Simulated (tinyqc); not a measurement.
MOS structure on a p-type body, non-linear Poisson equation by Newton steps: one step of the calculation.

One dimension, insulator interface at x = 0, acceptor density Na, uniform, net doping C = -(acceptor density). psi is counted from the intrinsic level: n = ni exp((psi - Vb)/Vt), p = ni exp(-psi/Vt); deep in the body psi_b = -Vt ln(Na/ni). The gate acts through Cox = eps0 eox/tox and has the potential psi_G = Vg - (phiM - chi - Vt ln(Nc/ni)). Boltzmann statistics, full ionisation, classical densities, no oxide or interface charge.

Question. Newton step. Solve the tridiagonal system a_(i-1) d_(i-1) + b_i d_i + a_i d_(i+1) = -F_i for nodes 0 to 11, with d = 0 on fixed nodes. If the largest |d| exceeds 4 Vt, the whole step is scaled down so that it equals 4 Vt.

Inputs (values chosen for the exercise):
```
symbol,value,unit,meaning
T,250,K,temperature
```

Constants: q = 1.602176634e-19 C, kB = 1.380649e-23 J/K, Vt = kB T/q. Results are converted to the units shown.

coupling a_i, interval 0 to 11 (F/cm^2): 3.4531332e-5  1.8973260e-5  1.0421931e-5  5.7552221e-6  3.1583536e-6  1.7323411e-6  9.5920368e-7  5.2320201e-7  2.8856267e-7  1.5791768e-7  8.7791523e-8  4.7960184e-8

```
node  diagonal b (F/cm^2)  residual F (C/cm^2)
0           -3.6565711e-5         3.4241835e-7
1           -5.3512406e-5       -1.6833755e-10
2           -2.9406634e-5       -2.4651447e-10
3           -1.6191146e-5       -3.0143793e-10
4           -8.9260905e-6       -2.6961145e-10
5           -4.8970630e-6       -1.3719478e-10
6           -2.6927362e-6       -2.5667450e-11
7           -1.4824489e-6       -9.2989461e-13
8           -8.1176478e-7       -2.3596634e-15
9           -4.4648098e-7        1.3600592e-14
10          -3.4983667e-7        -5.5892559e-9
11          -3.6132906e-6         5.5039037e-9
```

psi at the start, node 0 to 12 (V): 0.42790480  0.42532394  0.42063679  0.41213690  0.39685364  0.36936493  0.32044731  0.23602502  0.09436951  -0.11917396  -0.36521192  -0.42790480  -0.42790480

Find: Newton step d, before damping; psi after iteration 1.

Answer.

Newton step d, before damping, node 0 to 11 (V): 0.15895  0.15840  0.15747  0.15598  0.15370  0.15024  0.14457  0.13454  0.11616  0.08283  0.02193  0.00206
psi after iteration 1, node 0 to 12 (V): 0.51408  0.51120  0.50601  0.49670  0.48018  0.45082  0.39882  0.30896  0.15734  -0.07427  -0.35332  -0.42679  -0.42790

tinyqc, about 0.3 s, one thread, Intel Xeon 2.30GHz (shared host): `OMP_NUM_THREADS=1 python tinyqc.py 2080136 2080137 out.jsonl`
